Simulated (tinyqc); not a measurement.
# Inputs raised by 10 %, one at a time

Model: switching kinetics of a ferroelectric film and the memory window of a ferroelectric gate stack. Computed by tinyqc, a small Python program. Command: `OMP_NUM_THREADS=1 python tinyqc.py 3021219 3021220 out.jsonl feswitch sens`. One thread of a shared host (Intel(R) Xeon(R) Processor @ 2.30GHz), about 0.03 s of CPU time with the checks.

Fields in MV/cm; 1 microcoulomb/cm^2 over eps_0 is 11.29409 MV/cm. In the stack (metal, ferroelectric, interlayer, channel) the channel is taken as a conductor.

Inputs (values chosen for the exercise, for a model film):

| quantity | value | unit |
|---|---|---|
| saturation polarisation P_s | 35 | microcoulomb/cm^2 |
| ratio P_r/P_s | 0.79 | - |
| coercive field E_c | 1.2 | MV/cm |
| permittivity of the ferroelectric eps_F | 39 | - |
| thickness t_F | 9.2 | nm |
| permittivity of the interlayer eps_I | 5.5 | - |
| interlayer thickness t_I | 1.2 | nm |
| share s of P screened by trapped charge | 0.92 | - |
| pulse height V | 4.7 | V |
| time constant t_inf | 4.1e-10 | s |
| activation field E_a | 3.7 | MV/cm |
| Merz exponent alpha | 2 | - |
| dimension n | 2 | - |
| half width w of log10 t | 1.1 | - |
| pulse length t_p | 1.3e-08 | s |
| breakdown field of the interlayer | 16 | MV/cm |

Kinetics: nucleation-limited (NLS).

Method:
- Saturated branches: P(E) = P_s tanh[(E -/+ E_c)/(2 delta)], delta = E_c/ln[(1 + P_r/P_s)/(1 - P_r/P_s)]; D = P + eps_0 eps_F E.
- At threshold the channel charge is negligible, so D = 0 on each branch: (1 - s) P(E) + eps_0 eps_F E = 0, with the screened share s. The rising branch has the root E0 between 0 and E_c; window = 2 E0 t_F; its upper bound is 2 E_c t_F.
- Series stack: V = E_F t_F + E_I t_I and eps_I E_I = eps_F E_F + (1 - s) P/eps_0. Before switching P = -P_r, after it P = +P_s; in retention V = 0 and P = +P_r.
- Merz's law: t1 = t_inf exp[(E_a/E)^alpha] at the mean of the fields before and after switching. NLS: switched share = integral of [1 - exp(-(t/tau)^n)] F(z) dz over z = log10 tau, with the Lorentzian F = (1/pi) w/[(z - log10 t1)^2 + w^2].

Runs:

| input moved | from | to | memory window (V) | depolarising field in retention (MV/cm) | switching time t1 (s) | switched share |
|---|---|---|---|---|---|---|
| base run | - | - | 0.85801 | 0.30779 | 3.0444e-09 | 0.68567 |
| saturation polarisation P_s (microcoulomb/cm^2) | 35 | 38.5 | 0.91368 | 0.33857 | 3.0636e-09 | 0.68513 |
| coercive field E_c (MV/cm) | 1.2 | 1.32 | 0.88397 | 0.30779 | 3.0444e-09 | 0.68567 |
| permittivity of the ferroelectric eps_F | 39 | 42.9 | 0.80361 | 0.29368 | 3.7084e-09 | 0.66805 |
| permittivity of the interlayer eps_I | 5.5 | 6.05 | 0.85801 | 0.29259 | 2.5517e-09 | 0.70048 |
| pulse height V (V) | 4.7 | 5.17 | 0.85801 | 0.30779 | 2.1396e-09 | 0.71437 |
| activation field E_a (MV/cm) | 3.7 | 4.07 | 0.85801 | 0.30779 | 4.6382e-09 | 0.64671 |
| time constant t_inf (s) | 4.1e-10 | 4.51e-10 | 0.85801 | 0.30779 | 3.3488e-09 | 0.67730 |

Exponents ln(y'/y) / ln(x'/x):

| input | memory window | depolarising field in retention | switching time t1 | switched share |
|---|---|---|---|---|
| saturation polarisation P_s | 0.660 | 1.000 | 0.066 | -0.008 |
| coercive field E_c | 0.313 | 0.000 | 0.000 | 0.000 |
| permittivity of the ferroelectric eps_F | -0.687 | -0.492 | 2.070 | -0.273 |
| permittivity of the interlayer eps_I | 0.000 | -0.531 | -1.852 | 0.224 |
| pulse height V | 0.000 | 0.000 | -3.700 | 0.430 |
| activation field E_a | 0.000 | 0.000 | 4.417 | -0.614 |
| time constant t_inf | 0.000 | 0.000 | 1.000 | -0.129 |

To which inputs is each result most sensitive?

Among the inputs moved here: memory window answers most in size to permittivity of the ferroelectric eps_F (exponent -0.687), next to saturation polarisation P_s (+0.660); its exponent is below 0.0005 for permittivity of the interlayer eps_I, pulse height V, activation field E_a, time constant t_inf. Depolarising field in retention answers most in size to saturation polarisation P_s (exponent +1.000), next to permittivity of the interlayer eps_I (-0.531); its exponent is below 0.0005 for coercive field E_c, pulse height V, activation field E_a, time constant t_inf. Switching time t1 answers most in size to activation field E_a (exponent +4.417), next to pulse height V (-3.700); its exponent is below 0.0005 for coercive field E_c. Its exponent +1.000 in time constant t_inf: a prefactor. Switched share answers most in size to activation field E_a (exponent -0.614), next to pulse height V (+0.430); its exponent is below 0.0005 for coercive field E_c.

Caution (all rows): the interlayer field exceeds its breakdown field, so charge injection would change the fields.
